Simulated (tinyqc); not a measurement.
Ion implantation: universal nuclear stopping, Lindhard-Scharff electronic stopping and a Gaussian range profile: one step, computed by the program tinyqc. Command: `OMP_NUM_THREADS=1 python tinyqc.py 3018337 3018338 out.jsonl implant walk`. One thread of a shared host (Intel(R) Xeon(R) Processor @ 2.30GHz), about 0.07 s of CPU time with the checks.

An ion slows by elastic collisions with screened nuclei and by friction with electrons; channelling is ignored and the target is uniform.

Task: Damage. Kinchin-Pease count with efficiency 0.8: N_d = 0.8 nu/(2 E_d), taking all of nu as damage energy (an upper estimate, as recoils also lose energy to electrons). Spread over a depth R_p + dR_p, displacements per atom = Q N_d/(N (R_p + dR_p)).

Inputs (values chosen for the exercise, modelled on indium ions in aluminium): target density N = 60.2 1/nm^3; dose Q = 1.4e+15 1/cm^2; displacement energy E_d = 25 eV.

energy lost to nuclei nu = 215.0851 keV

projected range R_p = 104.1175 nm

straggle dR_p = 27.23173 nm

Give: displacements per ion N_d; displacements per atom.

Result:

displacements per ion N_d = 3441.4

displacements per atom = 6.0930

One displacement per atom would need a dose of 2.3e14 per cm^2 if no defects annealed. Caution: above a few tenths of a displacement per atom cascades overlap, so the count overstates new damage; heavy ions turn silicon and germanium amorphous at such levels, while light ions such as boron and metal targets anneal much of the damage.
